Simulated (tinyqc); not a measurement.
# From one set of inputs to another, one input at a time

Model: vacuum evaporation: vapour pressure, source flux, thickness distribution, purity and step coverage. Computed by tinyqc, a small Python program. Command: `OMP_NUM_THREADS=1 python tinyqc.py 3112053 3112054 out.jsonl evap ladder`. One thread of a shared host (Intel(R) Xeon(R) Processor @ 2.30GHz), about 0.01 s of CPU time with the checks.

Molecular flow, unit sticking of the metal, no re-evaporation. The background gas is taken as water vapour (18.015 g/mol, collision diameter 0.37 nm) at 300 K.

The inputs printed are set A. Set A is modelled on germanium, with constants for the liquid; the values taken over come from a set modelled on gold, with constants for the liquid. Inputs not listed in the table keep their values of set A, so the rows need not describe a real material.

Inputs (values chosen for the exercise, modelled on germanium, with constants for the liquid):
```
quantity                         value    unit
molar mass M                     72.63   g/mol
film density rho                  5.32  g/cm^3
vapour-pressure constant A       10.64       -
vapour-pressure constant B       17600       K
source temperature T              1590       K
source area                        3.1    cm^2
directionality n                     1       -
source-to-wafer distance h          62      cm
wafer radius R                       5      cm
source offset from the axis s/h   0.54       -
```

Constants: u = 1.6605390666e-27 kg; k_B = 1.380649e-23 J/K; R = 8.314462618 J/(mol K).

Method:
- log10(p_v/Pa) = A - B/T; flux from the surface Phi = p_v/sqrt(2 pi m k_B T), m = M u.
- Mass loss = Phi x area x m; heat of evaporation = ln(10) R B; d ln Phi/dT = ln(10) B/T^2 - 1/(2 T).
- A small source emits (n + 1) Phi area cos^n(phi)/(2 pi) per solid angle; on a parallel plane at height h and lateral distance l the arrival rate is (n + 1) Phi area/(2 pi h^2) x (1 + (l/h)^2)^(-(n + 3)/2). Growth rate = arrival rate x m/rho, m = M u. The wafer is fixed and centred above the source.
- Rotating wafer, source offset by s and facing upwards: thickness at radius r is the mean over the angle a of (1 + (r^2 + s^2 - 2 r s cos a)/h^2)^(-(n + 3)/2), by 360 equal steps; non-uniformity (max - min)/(max + min) over 21 radii from 0 to R.

Each row keeps all changes above it:
```
input moved                       from     to  growth rate at the centre (nm/s)  non-uniformity, rotating (%)  mass loss (g/h)
set A                                -      -                           0.01680                       0.16387           0.3884
source offset from the axis s/h   0.54   0.64                           0.01680                       0.06074           0.3884
source temperature T (K)          1590   1770                           0.21261                       0.06074           4.9173
vapour-pressure constant B (K)   17600  18100                           0.11094                       0.06074           2.5659
source-to-wafer distance h (cm)     62     30                           0.47384                       0.28088           2.5659
source area (cm^2)                 3.1    0.2                           0.03057                       0.28088           0.1655
```

Which inputs carry the difference?

Growth rate at the centre goes from 0.0168 to 0.0306, a factor 1.82 in all. The largest single move comes from source area (a factor 0.0645), but it runs against the net change; the largest move in the direction of the net change is source temperature T (a factor 12.7). non-uniformity, rotating goes from 0.164 to 0.281, a factor 1.71 in all. The largest single move comes from source-to-wafer distance h (a factor 4.62), and source offset from the axis s/h works against it (a factor 0.371). Mass loss goes from 0.388 to 0.166, a factor 0.426 in all. The largest single move comes from source area (a factor 0.0645), and source temperature T works against it (a factor 12.7). The single moves hold for this order of the switches; the total does not depend on the order.

Extremes, crossings and ranges named in words are read from the listed rows.
